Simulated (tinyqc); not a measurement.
Quantum-well laser, gain and threshold: effect of the temperature.

One electron and one heavy-hole subband per well, parabolic, with equal sheet densities n of electrons and holes; k-conserving transitions, TE polarisation, no line broadening, so the gain starts as a step at E0 and peaks there. All wells are pumped alike.

Nc = me kB T/(pi hbar^2), Nv = mh kB T/(pi hbar^2), mr = me mh/(me + mh) in m0, g0(E) = q^2 Ep mr/(4 nr eps0 c hbar E Lw) (squared momentum element m0 Ep/4, joint density of states mr/(pi hbar^2 Lw) for both spins). Peak gain g(n) = g0(E0)[1 - exp(-n/Nc) - exp(-n/Nv)]. Mirror loss am = ln(1/(R1 R2))/(2 Lc); threshold gain gth = (ai + am)/(Nw Gw). nth solves g(n) = gth and ntr solves g(n) = 0. Jth = q Nw (A n + B n^2 + C n^3)/eta at n = nth, Ith = Jth Wd Lc; differential efficiency of both facets eta am/(ai + am).

Values chosen for this exercise; well values close to those of InGaAsP:
```
symbol,value,unit,meaning
E0,0.792,eV,lowest transition energy
me,0.0474,m0,in-plane electron mass
mh,0.281,m0,in-plane hole mass
Ep,22.6,eV,Kane energy
nr,3.19,,refractive index
Lw,5,nm,well width
Nw,6,,number of wells
Gw,0.019,,optical confinement per well
ai,2,1/cm,internal loss
Lc,2000,um,cavity length
R1,0.05,,front reflectance
R2,0.3,,back reflectance
A,1.8e7,1/s,defect recombination coefficient
B,0.0002,cm^2/s,radiative coefficient per well
C,3.8e-17,cm^4/s,Auger coefficient per well
eta,0.77,,injection efficiency
Wd,10,um,stripe width
```

Constants: q = 1.602176634e-19 C, kB = 1.380649e-23 J/K, eps0 = 8.8541878128e-12 F/m, hbar = 1.054571817e-34 J s, m0 = 9.1093837015e-31 kg, c = 299792458 m/s. Results are converted to the units shown.

The same in every row: gth (1/cm) = 109.6; differential efficiency = 0.6468.

Effect of the temperature:
```
T (K)  ntr (cm^-2)  nth (cm^-2)  Jth (A/cm^2)  Ith (mA)
200       5.115e11     5.179e11         85.19     17.04
230       5.882e11     5.955e11         112.0     22.39
260       6.649e11     6.732e11         142.8     28.55
290       7.416e11     7.509e11         177.7     35.55
320       8.184e11     8.286e11         217.0     43.41
350       8.951e11     9.063e11         260.7     52.15
380       9.718e11     9.839e11         309.0     61.81
410       1.049e12     1.062e12         362.0     72.41
```

As T goes from 200 to 410 K, gth stays at 110 1/cm, Jth rises from 85.2 to 362 A/cm^2 and Ith rises from 17.0 to 72.4 mA. With A, B, C and the losses fixed, ntr and nth are proportional to T; written as exp(T/T0), Jth has T0 = 145 K over the range.

Numbers from tinyqc (`OMP_NUM_THREADS=1 python tinyqc.py 2840134 2840135 out.jsonl`; about 0.02 s on one thread of a shared Intel Xeon 2.30GHz).
